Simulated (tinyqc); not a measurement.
Worked calculation: thermal, flicker and telegraph noise of a field-effect transistor. Computed by tinyqc, a small Python program that keeps every step. Command: `OMP_NUM_THREADS=1 python tinyqc.py 3027302 3027303 out.jsonl noise walk`. One thread of a shared host (Intel(R) Xeon(R) Processor @ 2.30GHz), about 0.01 s of CPU time with the checks. Intermediate numbers are printed to about 7 digits and carried at full precision; extremes and crossings named in words are read from the listed rows.

Strong inversion, threshold roll-off and channel-length modulation left out; noise sources are uncorrelated and are given as one-sided spectral densities.

Inputs (values chosen for the exercise, modelled on a high-k silicon transistor): width W = 2 micrometre; length L = 30 nm; electrical oxide thickness t = 1.2 nm; mobility mu = 340 cm^2/(V s); saturation velocity v_s = 1 1e7 cm/s; overdrive V_ov = 0.72 V; thermal noise factor gamma = 1.4; oxide trap density N_t = 4.9e+17 1/(eV cm^3); oxide barrier phi = 2.8 eV; oxide mass m_ox = 0.43 m_0; frequency f = 70000 Hz; temperature T = 200 K.

Operating region: saturation. Flicker model: number fluctuation.

Constants: eps_0 = 8.8541878128e-12 F/m; hbar = 1.054571817e-34 J s; m_0 = 9.1093837015e-31 kg; e = 1.602176634e-19 C; k_B = 8.617333262e-05 eV/K; k_B = 1.380649e-23 J/K.

## Operating point

C_ox = 3.9 eps_0/t; V_c = 2 v_s L/mu; I = W C_ox v_s V_ov^2/(V_ov + V_c); g_m = W C_ox v_s V_ov (V_ov + 2 V_c)/(V_ov + V_c)^2; g_d0 = mu C_ox (W/L) V_ov.

C_ox = 2.877611 microfarad/cm^2

drain current I = 3328.059 microampere

g_m = 5532.207 microsiemens

g_d0 = 46962.61 microsiemens

## Flicker noise

Tunnelling length lambda = hbar/(2 sqrt(2 m_ox phi)); flat-band noise S_Vfb = e^2 k_B T lambda N_t/(W L C_ox^2 f). S_I = g_m^2 S_Vfb.

tunnelling length lambda = 0.8894432 angstrom

S_Vfb = 5.544016e-15 V^2/Hz

flicker S_I = 1.696764e-19 A^2/Hz

flicker S_I/I^2 = 1.531931e-14 1/Hz

Caution: fewer than one trap per decade of time constant is active, so one device shows telegraph steps and the 1/f law is only a mean over many devices.

## Thermal noise and corner

Thermal: S_I = 4 k_B T gamma g_d0; input-referred S_V = S_I/g_m^2; corner f_c where flicker equals thermal. Total input noise from 1 Hz to f_c: sqrt(S_V,thermal [f_c ln(f_c/1 Hz) + f_c - 1 Hz]).

thermal S_I = 7.261955e-22 A^2/Hz

input-referred thermal noise = 4.871115 nV/sqrt(Hz)

corner frequency f_c = 1.635557e+07 Hz

input noise up to f_c = 82.66886 microvolt

full shot noise 2eI over thermal S_I = 1.468513

At f the noise is flicker dominated (f_c/f = 234).

## How many traps?

Active traps per decade of time constant: N_dec = N_t k_B T W L lambda ln(10); a single trap at the interface shifts the threshold by e/(W L C_ox) and the current by g_m times that; tunnelling depth for frequency f, z = lambda ln(1/(2 pi f tau_0)), tau_0 = 1e-10 s.

traps per decade = 0.1037729

threshold step of one trap = 0.09279553 mV

current step of one trap = 0.01542533 %

depth probed at f = 0.8922648 nm

With fewer than one trap per decade the spectrum is not a smooth 1/f but a few Lorentzians, seen in time as telegraph steps, and S_Vfb is only the mean over many devices.

## Telling the models apart

The formulas are those given above.

Against the overdrive:
```
V_ov (V)  I (microampere)  (g_m/I)^2 (1/V^2)  S_I/I^2 (1/Hz)  S_I/g_m^2 (V^2/Hz)
0.20              611.492           53.93066    2.989925e-13        5.544016e-15
0.25              843.438           31.98098    1.773031e-13        5.544016e-15
0.32             1187.049           17.94185    9.946991e-14        5.544016e-15
0.40             1597.368           10.66222    5.911155e-14        5.544016e-15
0.50             2126.930            6.35917    3.525533e-14        5.544016e-15
0.63             2832.400            3.74280    2.075016e-14        5.544016e-15
0.80             3772.097            2.17829    1.207648e-14        5.544016e-15
1.00             4891.939            1.32250    7.331962e-15        5.544016e-15
```

S_I/I^2 falls as V_ov^-2.34 at first and V_ov^-2.24 at the end; (g_m/I)^2 as V_ov^-2.34 and V_ov^-2.24. The two run parallel and the input-referred noise is flat: the mark of pure number fluctuation.

Checks made by the program: g_m against a numerical derivative of I (relative difference below 1e-10).
